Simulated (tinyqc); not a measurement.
Neighbouring tubes: carbon nanotube by zone folding.

Circumference C = n a1 + m a2, a = sqrt3 acc; d = a sqrt(n^2 + nm + m^2)/pi; tan(theta) = sqrt3 m/(2n + m); dR = gcd(2n + m, 2m + n); T = t1 a1 + t2 a2 with t1 = (2m + n)/dR, t2 = -(2n + m)/dR, |T| = sqrt3 pi d/dR; N = 2 (n^2 + nm + m^2)/dR hexagons a cell. On cutting line mu = 0 to N - 1 at x = k|T|/(2 pi) the phases are p1 = 2 pi (-t2 mu + m x)/N, p2 = 2 pi (t1 mu - n x)/N, and E = -/+ t |1 + exp(i p1) + exp(i p2)|.

Values chosen for the exercise (near those used for carbon; not measured data):
- n = 9 (chiral index)
- m = 8 (chiral index)
- t = 2.89 eV (hopping)
- acc = 1.44 angstrom (bond length)

Diameter, chiral angle and twice the lowest band edge.

Results for these values:

| case | d (angstrom) | theta (deg) | gap (eV) |
|---|---|---|---|
| base | 11.695 | 28.05 | 0.7084 |

What happens to each result for m = 9, all else kept?

Answer: d rises from 11.695 to 12.376; theta rises from 28.05 to 30.00; gap falls from 0.7084 to 0.0000.

The same for each parameter in turn:

| case | d (angstrom) | theta (deg) | gap (eV) |
|---|---|---|---|
| base | 11.695 | 28.05 | 0.7084 |
| n = 10 | 12.401 | 26.33 | 0.6721 |
| m = 9 | 12.376 | 30.00 | 0.0000 |
| t = 3.035 eV | 11.695 | 28.05 | 0.7440 |
| acc = 1.46 angstrom | 11.858 | 28.05 | 0.7084 |

In zone folding the gap does not depend on acc at fixed (n, m); a step in n or m changes (n - m) mod 3 and closes the gap where that becomes zero.

Run: tinyqc, `OMP_NUM_THREADS=1 python tinyqc.py 1481374 1481375 out.jsonl`; Intel(R) Xeon(R) Processor @ 2.30GHz, one thread, shared host; about 0.03 s of CPU time with all checks.
